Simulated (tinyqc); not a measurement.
## Landau coefficients from the transition

Problem. u = a0 (T - T0) P^2 + be P^4 + ga P^6 (P in uC/cm^2, E in kV/cm, u in mJ/cm^3). Above the transition chi = Cw/(T - T0) with Cw = 1/(2 eps0 a0); at TC = T0 + be^2/(4 a0 ga) the polarisation jumps by sqrt(-be/(2 ga)). Find a0, be and ga.

Parameters, values chosen for the exercise:

| symbol | value | unit | meaning |
|---|---|---|---|
| T0 | 450 | K | Curie-Weiss temperature |

Constants: eps0 = 8.8541878128e-14 F/cm where lengths are in cm. Results are converted to the units shown.

TC = 478.623077 K
jump of P at TC = 34.9284984 uC/cm^2
Curie constant = 4.34388103e5 K

Answer. The Curie constant gives a0. At TC both u = 0 and du/dP = 0, which give ga = al/P^4 and be = -2 al/P^2 with al = a0 (TC - T0).

a0 = 0.01300 kV cm/(uC K)
be = -6.100e-4 kV cm^5/uC^3
ga = 2.500e-7 kV cm^9/uC^5

Computed by the program tinyqc: `OMP_NUM_THREADS=1 python tinyqc.py 2860105 2860106 out.jsonl`, one thread of a shared Intel Xeon 2.30GHz, about 0.01 s for the whole run.
